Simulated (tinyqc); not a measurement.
## Channel mobility from two channel lengths

Problem. Two power MOSFETs differ only in channel length: R_on = R_rest + Lc (Wp + a)/(2 mch Cox Vov), Cox = 3.9 eps0/tox. Find mch and R_rest.

Inputs (values chosen for the exercise): gate oxide thickness (eps_r 3.9) tox = 39 nm; gate overdrive Vov = 9 V; width of the p body in one cell, channels included Wp = 1.7 um; gap between neighbouring p bodies a = 2.6 um.

Constants: eps0 = 8.8541878128e-14 F/cm where lengths are in cm. Results are converted to the units shown.

R_on at Lc = 0.17 and 0.65 um (mohm cm^2): [5.9911107, 6.5307172]

Solution. R_on is a straight line in Lc; its slope gives mch and its intercept the rest.

mch = 24.0 cm^2/(V s)
R_rest = 5.80 mohm cm^2

tinyqc, about 0.01 s, one thread, Intel Xeon 2.30GHz (shared host): `OMP_NUM_THREADS=1 python tinyqc.py 2230045 2230046 out.jsonl`
